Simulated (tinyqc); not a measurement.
## In-plane mass from two subband densities

Problem. At zero temperature each occupied subband holds N_k = D (EF - E_k), D = 2 md m0 q/(pi hbar^2) per eV (two valleys). Two subbands are occupied. Find md, EF - E1 and EF - E2.

Constants: q = 1.602176634e-19 C, hbar = 1.054571817e-34 J s, m0 = 9.1093837015e-31 kg. Results are converted to the units shown.

N1, N2 (cm^-2): 7.8294260e12  4.7e11
E2 - E1 = 48.4 meV

Answer. N1 - N2 = D (E2 - E1) gives D and so md; each N_k/D is a distance to EF.

md = 0.182 m0
EF - E1 = 51.5 meV
EF - E2 = 3.09 meV

Numbers from tinyqc (`OMP_NUM_THREADS=1 python tinyqc.py 2140017 2140018 out.jsonl`; about 0.1 s on one thread of a shared Intel Xeon 2.30GHz).
